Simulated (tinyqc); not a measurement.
Stripping the layer step by step: sheet resistance and Hall data of a diffused or implanted layer. Computed by tinyqc, a small Python program. Command: `OMP_NUM_THREADS=1 python tinyqc.py 3013124 3013125 out.jsonl layer walk`. One thread of a shared host (Intel(R) Xeon(R) Processor @ 2.30GHz), about 0.01 s of CPU time with the checks.

Carriers are taken equal to the net active doping down to the junction (full ionisation, which deep dopants in wide-gap hosts do not reach; no spill-over, no depletion), and the Hall factor is 1.

Inputs (values chosen for the exercise, modelled on arsenic in silicon): mu_min = 52.7 cm^2/(V s); mu_max = 1440 cm^2/(V s); N_ref = 9.3e+16 1/cm^3; exponent alpha = 0.68; peak concentration N_0 = 7.5e+18 1/cm^3; length scale l = 28 nm; background doping N_B (opposite type) = 9.3e+15 1/cm^3.

Profile: complementary error function. Activation: complete.

Constants: e = 1.602176634e-19 C.

Method:
- N(x) = N_0 erfc(x/l), dose N_0 l/sqrt(pi), junction x_j = l erfc^-1(N_B/N_0).
- Mobility mu = mu_min + (mu_max - mu_min)/(1 + (N_t/N_ref)^alpha), N_t = active doping + N_B; carriers n = active doping - N_B, all dopants active.
- Integrals from x_0 (0 unless stated) to x_j by the midpoint rule on 400 even intervals: 1/R_s = e int n mu dx; sheet density n_s = int n dx; Hall sheet density (int n mu dx)^2/int n mu^2 dx; Hall mobility int n mu^2 dx/int n mu dx.
- After removing a depth d the integrals start at d. Differences between neighbouring rows give the local conductivity -d(1/R_s)/dx at the middle of the slice (the last slice uses one more step, not listed).

junction depth x_j = 63.9412 nm

Differential sheet resistance:
```
removed d (nm)  R_s (ohm)  slice conductivity (S/cm)  sigma at mid-slice (S/cm)
0.0                  3087                     131.29                     131.31
6.4                  4168                     107.38                     107.32
12.8                 5841                      84.71                      84.61
19.2                 8548                      64.45                      64.32
25.6                13202                      47.08                      46.96
32.0                21921                      32.59                      32.48
38.4                40389                      20.79                      20.68
44.8                87310                      11.60                      11.49
```

What does the comparison show, and why?

R_s doubles after removing between 12.8 and 19.2 nm of a layer 63.9 nm deep, so half the current flows above that depth. Where sigma exceeds a tenth of its largest listed value, the slice values agree with it within 1 %.

Extremes, crossings and ranges named in words are read from the listed rows.
